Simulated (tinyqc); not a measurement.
# Input admittance of a MOSFET at zero drain bias: distributed channel and distributed gate: effects of single changes

Source and drain grounded, strong inversion, w = 2 pi f, Cox = eps0 eox/tox. The channel is an RC line of resistance 1/(mu Cox Vo) per square fed from both ends, so one finger has the intrinsic admittance y = i w Cox L tanh(g)/g per width, g = (1/2) sqrt(i w tau), tau = L^2/(mu Vo). The vertical resistance rv/L is in series with y, the overlaps 2 i w Cov in parallel: y_t = 1/(1/y + rv/L) + 2 i w Cov. The gate strip is a line of Rsh/L per length loaded by y_t, so a finger has Y = y_t Wf tanh(k)/k, k = (Wf/sd) sqrt(y_t Rsh/L); the device has Nf Y.

Parameters, values chosen for the exercise; values of the order met in silicon radio-frequency transistors:
- eox = 3.9 (relative permittivity of the gate insulator (close to silicon dioxide))
- tox = 5.5 nm (insulator thickness)
- L = 0.65 um (channel length)
- Wf = 1.5 um (finger width)
- Nf = 32 (number of fingers)
- mu = 280 cm^2/(V s) (channel mobility)
- Vo = 0.68 V (gate overdrive)
- Rsh = 4.6 ohm/square (sheet resistance of the gate)
- rv = 1.7 ohm um^2 (vertical resistivity of the gate stack)
- sd = 2 (number of ends at which a finger is contacted)
- Cov = 0.27 fF/um (overlap and fringe capacitance on each side)
- f = 46 GHz (frequency)

Constants: eps0 = 8.8541878128e-14 F/cm where lengths are in cm. Results are converted to the units shown.

Each table varies one quantity; the others keep the values above.

## Input impedance against frequency

Low-frequency limits, with c = Cox L and ct = c + 2 Cov: R_strip = Rsh Wf/(3 sd^2 L Nf), R_ch = (c/ct)^2 L/(12 mu Cox Vo Wf Nf), R_vert = (c/ct)^2 rv/(L Wf Nf), C = ct Wf Nf. Z = 1/(Nf Y) = R + 1/(i w C), Q = |Im Z|/R, far-point signal |1/cosh k|.

The same in every row: low-frequency R (ohm) = 7.433.

Results:
```
f (GHz)	w tau	|k|	R (ohm)	C (fF)	Q	signal at the far point
0.5	0.06971	0.007602	7.433	221.8	193.1	1.000
1	0.1394	0.01075	7.433	221.8	96.54	1.000
2	0.2788	0.01520	7.432	221.8	48.28	1.000
5	0.6971	0.02401	7.430	221.6	19.33	1.000
30	4.183	0.05672	7.329	214.6	3.373	0.9995
60	8.365	0.07386	7.039	196.7	1.916	0.9987
100	13.94	0.08515	6.454	168.2	1.466	0.9980
300	41.83	0.1122	3.608	96.00	1.532	0.9966
```

Estimate the missing row, f = 10 GHz.

Computed row:
```
f (GHz)	w tau	|k|	R (ohm)	C (fF)	Q	signal at the far point
10	1.394	0.03384	7.421	221.0	9.706	0.9999
```

With this row back in the table: R falls from 7.43 to 3.61 ohm and C falls from 222 to 96.0 fF. Q goes as f^(-1.00) between the first two rows and f^(0.04) between the last two, where w tau = 41.8 and |k| = 0.112. The low-frequency limits hold both R and C within 5 % up to f = 30 GHz among the rows.

## Effect of the channel length

Same model as above.

Results:
```
L (um)	w tau	|k|	R (ohm)	low-frequency R (ohm)	C (fF)	Q	signal at the far point
0.03	0.01366	0.1347	0.7070	0.7070	34.96	140.0	1.000
0.11	0.1837	0.09146	0.7678	0.7679	59.06	76.29	1.000
0.22	0.7347	0.08072	1.815	1.816	92.09	20.70	0.9998
0.42	2.678	0.07403	4.271	4.303	150.2	5.394	0.9995
0.8	9.715	0.06205	8.928	9.531	229.7	1.687	0.9990
1.6	38.86	0.04124	12.80	20.96	228.6	1.182	0.9995
3	136.6	0.03006	12.51	41.19	223.7	1.237	0.9997
```

Estimate the missing row, L = 0.058 um.

Computed row:
```
L (um)	w tau	|k|	R (ohm)	low-frequency R (ohm)	C (fF)	Q	signal at the far point
0.058	0.05107	0.1080	0.5455	0.5455	43.40	146.2	1.000
```

With this row back in the table: As L goes from 0.03 to 3, R moves up and down between 0.545 and 12.8 ohm, C goes from 35.0 through a maximum of 230 (at L = 0.8 among the rows listed) to 224 fF and Q moves up and down between 1.18 and 146.

Computed by the program tinyqc: `OMP_NUM_THREADS=1 python tinyqc.py 2262184 2262185 out.jsonl`, one thread of a shared Intel Xeon 2.30GHz, about 0.01 s for the whole run.
